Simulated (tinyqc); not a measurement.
Worked calculation: Hubbard ring of 3 sites. Computed by tinyqc, a small Python program that keeps every step. Settings: hopping = 1.18, U = 9.9, mixing = 0.5, iteration cap = 64. Command: `OMP_NUM_THREADS=1 python tinyqc.py 26368 26369 out.jsonl` (the two numbers bound the seeds that draw the settings). One thread of a shared host (Intel(R) Xeon(R) Processor @ 2.60GHz), about 0.2 s of CPU time with the checks.

one-body matrix (hopping and site energies) (eV):
```
           1          2          3
1  -0.200000  -1.180000  -1.180000
2  -1.180000   0.390000  -1.180000
3  -1.180000  -1.180000   0.820000
```

U = 9.900000 eV

electrons, up and down: 1  1

n(up) at the start (a guess, not normalised): 1 0.333000, 2 0.333000, 3 0.333000

n(down) at the start (a guess): 1 0.333000, 2 0.333000, 3 0.333000

Each step fills the lowest levels of T + U n(other spin) and sets n(new) = n + mixing (n(out) - n); stop when output and input agree to 1e-8.

Course of the cycle:
```
iteration       E (eV)  largest |n(out) - n(in)|  mean |n_up - n_down|
1          -0.65361710                  1.09e-01              0.000000
2          -0.75237631                  5.41e-02              0.000000
3          -0.77448510                  2.61e-02              0.000000
4          -0.77949028                  1.31e-02              0.000000
5          -0.78077984                  6.60e-03              0.000000
6          -0.78110403                  3.32e-03              0.000000
7          -0.78118803                  1.69e-03              0.000000
8          -0.78120965                  8.52e-04              0.000000
9          -0.78121526                  4.35e-04              0.000000
10         -0.78121671                  2.20e-04              0.000000
11         -0.78121709                  1.12e-04              0.000000
...                ...                       ...                   ...
15         -0.78121722                  7.54e-06              0.000000
16         -0.78121722                  3.82e-06              0.000000
17         -0.78121722                  1.95e-06              0.000000
18         -0.78121722                  9.90e-07              0.000000
19         -0.78121722                  5.07e-07              0.000000
20         -0.78121722                  2.57e-07              0.000000
21         -0.78121722                  1.31e-07              0.000000
22         -0.78121722                  6.66e-08              0.000000
23         -0.78121722                  3.40e-08              0.000000
24         -0.78121722                  1.73e-08              0.000000
25         -0.78121722                  8.83e-09              0.000000
```

Can the last value be used, and what does the course show?

No, though the log alone does not show it. Converged in 25 iterations. But random starts reach -1.65482 eV, so this is another stationary point, not the lowest one. Reruns (cap 100 unless said): mixing 0.2: converged in 48 to a higher stationary point (E = -0.78122); mixing 0.9: not converged. Before convergence this energy mixes input and output and is not variational, so it may rise towards its limit.
